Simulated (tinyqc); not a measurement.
# A spin-degenerate level with charging energy between two leads, rate equations: two studies

States 0, up, down and 2 with energies 0, e1 - Ez/2, e1 + Ez/2 and 2 e1 + U. mu_L = +V/2, mu_R = -V/2 (meV), f(x) = 1/(1 + exp(x/kB T)). A transition that adds one electron of given spin at the energy E has the rate G f(E - mu) from each lead, and its reverse G [1 - f(E - mu)]. I counts electrons leaving the left lead, times q.

Values chosen for this exercise: charging energy of the second electron U = 9.1 meV; level e1 = -3.29 meV; tunnel rate to the left lead GL = 1.3 1/ns; tunnel rate to the right lead GR = 4.9 1/ns; temperature T = 6.1 K; Zeeman splitting Ez = 0 meV.

Constants: q = 1.602176634e-19 C, kB = 1.380649e-23 J/K, Vt = kB T/q. Results are converted to the units shown.

Each table varies one quantity; the others keep the values above.

## Shape of a conductance peak

Transition energies: 0-up e1 - Ez/2, 0-down e1 + Ez/2, up-2 e1 + U + Ez/2, down-2 e1 + U - Ez/2. dp/dt = W p; W_ji is the rate from state i to j, and each column sums to zero. Steady state: W p = 0 with sum p = 1. I = q GL sum over transitions i-j of [fL p_i - (1 - fL) p_j]. The conductance is dI/dV at V = 0; the last column divides it by q^2 GL GR/((GL + GR) 4 kB T), the peak of one spinless level.

Results:
```
e1 (meV)  dI/dV (nS)  mean number   scaled
-11.203        10.86        1.965   0.1387
-10.782        22.68        1.925   0.2898
-10.362        44.06        1.847   0.5629
-9.941         74.95        1.712   0.9574
-9.1           104.4        1.333    1.333
-8.679         79.24        1.183    1.012
-8.259         47.78        1.092   0.6104
-7.838         24.90        1.043   0.3180
-7.418         12.02        1.020   0.1536
-6.997         5.578        1.009  0.07125
```

Estimate the missing row, e1 = -9.521 meV.

Computed row:
```
e1 (meV)  dI/dV (nS)  mean number  scaled
-9.521         102.2        1.527   1.306
```

With this row back in the table: The conductance peaks at e1 = -9.1 meV among the rows, with the scaled height 1.33. For U >> kB T the 1-2 peak lies at e1 = -U - (kB T/2) ln 2 = -9.28 meV, with the height 8/(1 + sqrt 2)^2 = 1.373: two spin states on one side of the transition and one state on the other shift and raise it.

## Current against bias

Same model as above.

Current against bias:
```
V (mV)  I (pA)  I (GL + GR)/(q GL GR)  mean number     p(2)
0.91    0.6189               0.003760       0.9981  6.57e-6
2.3      2.767                0.01681       0.9933  1.54e-5
3.69     10.22                0.06207       0.9757  5.44e-5
5.07     34.51                 0.2097       0.9180  1.89e-4
6.46     96.26                 0.5848       0.7717  5.93e-4
7.85     184.4                  1.120       0.5650  1.60e-3
9.24     246.1                  1.495       0.4294  4.24e-3
10.63    277.8                  1.688       0.3874   0.0114
12.02    301.5                  1.831       0.3930   0.0245
13.4     318.4                  1.934       0.4080   0.0361
14.79    325.9                  1.980       0.4158   0.0416
16.18    328.3                  1.994       0.4184   0.0433
17.57    329.0                  1.998       0.4191   0.0438
```

The scaled current rises from 0.00376 to 2.00. A transition enters the bias window when V = 2 |E|: at 6.58, 11.6 mV, each step a few kB T = 0.526 meV wide. With all four transitions inside, the scaled current tends to 2 and the mean number to 2 GL/(GL + GR) = 0.419; the last row has 2.00 and 0.419.

Range of the model: Rate equations need hbar G well below kB T; cotunnelling and the Kondo effect are left out.

Program tinyqc, `OMP_NUM_THREADS=1 python tinyqc.py 2780018 2780019 out.jsonl`; Intel Xeon 2.30GHz, shared host, one thread, about 0.01 s.
